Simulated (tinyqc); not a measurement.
Changing the diffusion length L: surface photovoltage measurement of the minority-carrier diffusion length in a wafer. Computed by tinyqc, a small Python program. Command: `OMP_NUM_THREADS=1 python tinyqc.py 3130533 3130534 out.jsonl spv sweep`. One thread of a shared host (Intel(R) Xeon(R) Processor @ 2.30GHz), about 0.02 s of CPU time with the checks.

Low injection, steady light, a depletion layer much thinner than 1/alpha and L. The excess density dn is taken at the front edge of the neutral region; light that reaches the back is lost.

Inputs (values chosen for the exercise, modelled on p-type silicon at room temperature):
```
quantity                                             value        unit
wafer thickness W                                      300  micrometre
diffusivity D                                         32.3      cm^2/s
front recombination velocity S_f                       610        cm/s
back recombination velocity S_b                        710        cm/s
photon flux entering                               3.1e+13  1/(cm^2 s)
minority density at the surface barrier scale n_0  6.6e+10      1/cm^3
temperature T                                          298           K
wavelength                                             882          nm
relative noise of each reading                         0.5           %
```

normal deviates g for the noise: -1.47  0.83  -0.90  0.74  0.54  0.37  -0.94

Constants: k_B = 8.617333262e-05 eV/K.

Method:
- alpha = (84.732/lambda - 76.417)^2 per cm with lambda in micrometre (an empirical fit for silicon between 0.7 and 1.05 micrometre).
- Thick wafer: dn = Phi L/((S_f + D/L)(L + 1/alpha)). Finite wafer, with s = S_b L/D, w = W/L, a = alpha L: dn = [Phi a/(a^2 - 1)] [a - B - exp(-alpha W)(a - s)/(cosh w + s sinh w)]/(S_f + B D/L), B = (sinh w + s cosh w)/(cosh w + s sinh w).
- Photovoltage V = (k_B T/e) ln(1 + dn/n_0). Lifetime = L^2/D.
- Readings y = (Phi/dn) (1 + noise x g) at 780, 830, 880, 920, 950, 975 and 995 nm; a least-squares line y = c (1/alpha + L_app) gives L_app = intercept/slope.

One run for each value; columns: (1) diffusion length L (micrometre); (2) apparent length L_app (micrometre); (3) error of L_app (rounded to 0.001) (%); (4) dn, finite wafer (1/cm^3); (5) B:
```
(1)     (2)      (3)        (4)    (5)
8       8.2    1.989  1.785e+08  1.000
15     15.2    1.193  5.135e+08  1.000
29     29.2    0.758  1.394e+09  1.000
54     54.3    0.612  3.179e+09  1.000
190   195.6    2.951  1.218e+10  0.966
370   326.5  -11.753  2.007e+10  0.960
700   412.2  -41.121  2.551e+10  1.198
1300  446.3  -65.671  2.777e+10  1.872
2500  457.8  -81.690  2.854e+10  3.390
```

Give the missing row, diffusion length L (micrometre) = 100.

Computed row; columns: (1) diffusion length L (micrometre); (2) apparent length L_app (micrometre); (3) error of L_app (rounded to 0.001) (%); (4) dn, finite wafer (1/cm^3); (5) B:
```
(1)    (2)    (3)        (4)    (5)
100  101.7  1.656  6.437e+09  0.997
```

Interpolating between the two neighbouring rows (the first column on a logarithmic scale, the others too where they are positive) misses most in error of L_app (rounded to 0.001) (%), by 20 %. Over the rows, apparent length L_app (micrometre) rises from 8.16 to 458 (exponent d ln y / d ln x 0.99 between the first rows and 0.039 between the last); error of L_app (rounded to 0.001) (%) lies between -81.7 and 2.95 without a single trend; dn, finite wafer (1/cm^3) rises from 1.79e8 to 2.85e10 (exponent d ln y / d ln x 1.7 between the first rows and 0.042 between the last).

Extremes, crossings and ranges named in words are read from the listed rows.
